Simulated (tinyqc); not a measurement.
Lifetime against injection: carrier lifetime from Shockley-Read-Hall, radiative, Auger and surface recombination. Computed by tinyqc, a small Python program. Command: `OMP_NUM_THREADS=1 python tinyqc.py 3023577 3023578 out.jsonl lifetime walk`. One thread of a shared host (Intel(R) Xeon(R) Processor @ 2.30GHz), about 0.02 s of CPU time with the checks.

Energies are counted from the top of the valence band. Boltzmann statistics, full ionisation, and equal excess densities of electrons and holes.

Inputs (values chosen for the exercise, with bands modelled on GaN):
```
quantity                          value    unit
gap E_g                            3.43      eV
electron mass m_e                 0.206     m_0
valleys M_c                           1       -
hole mass m_h                      1.35     m_0
temperature T                       300       K
doping N                        1.8e+18   cm^-3
trap level E_t                     1.55      eV
trap density N_t                2.4e+14   cm^-3
electron cross-section sigma_n  1.5e-17    cm^2
hole cross-section sigma_p      6.9e-16    cm^2
radiative coefficient B         1.2e-10  cm^3/s
Auger coefficient C_n           3.7e-31  cm^6/s
Auger coefficient C_p             1e-31  cm^6/s
```

Doping: n-type. Surface term: none.

Constants: m_0 = 9.1093837015e-31 kg; k_B = 1.380649e-23 J/K; h = 6.62607015e-34 J s; k_B = 8.617333262e-05 eV/K.

Method:
- N_c = 2 M_c (2 pi m_e k_B T/h^2)^(3/2) and N_v = 2 (2 pi m_h k_B T/h^2)^(3/2), masses in units of m_0.
- n_i = sqrt(N_c N_v) exp(-E_g/2 k_B T); majority density N/2 + sqrt(N^2/4 + n_i^2), minority density n_i^2 over it.
- v = sqrt(3 k_B T/m) with m_e or m_h; tau_n0 = 1/(sigma_n v_n N_t), tau_p0 = 1/(sigma_p v_p N_t); n1 = N_c exp(-(E_g - E_t)/k_B T), p1 = N_v exp(-E_t/k_B T).
- With n = n_0 + dn, p = p_0 + dn and U/dn = 1/tau: (n p - n_i^2)/dn = n_0 + p_0 + dn = s; 1/tau_SRH = s/[tau_p0 (n + n1) + tau_n0 (p + p1)]; 1/tau_rad = B s; 1/tau_Aug = (C_n n + C_p p) s; the rates add.
- Rows stop below half the smaller effective density of states.

N_c = 2.34624e+18 cm^-3

N_v = 3.93616e+19 cm^-3

n_0 = 1.80e+18 cm^-3

p_0 = 1.22662e-38 cm^-3

tau_p0 = 6.00742e-07 s

n1 = 6.13427e-14 cm^-3

tau_n0 = 1.07948e-05 s

p1 = 3.59931e-07 cm^-3

Lifetimes (s):
```
dn (cm^-3)         SRH   radiative       Auger   effective  radiative efficiency  fastest channel
1.00e+10    6.0074e-07  4.6296e-09  8.3417e-07  4.5691e-09               0.98692        radiative
1.00e+11    6.0074e-07  4.6296e-09  8.3417e-07  4.5691e-09               0.98692        radiative
1.00e+12    6.0075e-07  4.6296e-09  8.3417e-07  4.5691e-09               0.98692        radiative
1.00e+13    6.0080e-07  4.6296e-09  8.3416e-07  4.5690e-09               0.98692        radiative
1.00e+14    6.0134e-07  4.6294e-09  8.3406e-07  4.5688e-09               0.98692        radiative
1.00e+15    6.0674e-07  4.6271e-09  8.3312e-07  4.5669e-09               0.98699        radiative
1.00e+16    6.6038e-07  4.6041e-09  8.2375e-07  4.5469e-09               0.98759        radiative
1.00e+17    1.1689e-06  4.3860e-09  7.3817e-07  4.3439e-09               0.99040        radiative
1.00e+18    4.4560e-06  2.9762e-09  3.1439e-07  2.9463e-09               0.98997        radiative
```

What does the comparison show, and why?

tau_SRH goes from 6.01e-7 s at low injection (the minority capture time, 6.01e-7 s) to 4.46e-6 s in the last row; at high injection it tends to tau_n0 + tau_p0 = 1.14e-5 s. Ruling channel by row: radiative from 1e10 cm^-3. Caution: the doping is near the effective density of states, where Boltzmann statistics fail and the gap narrows.
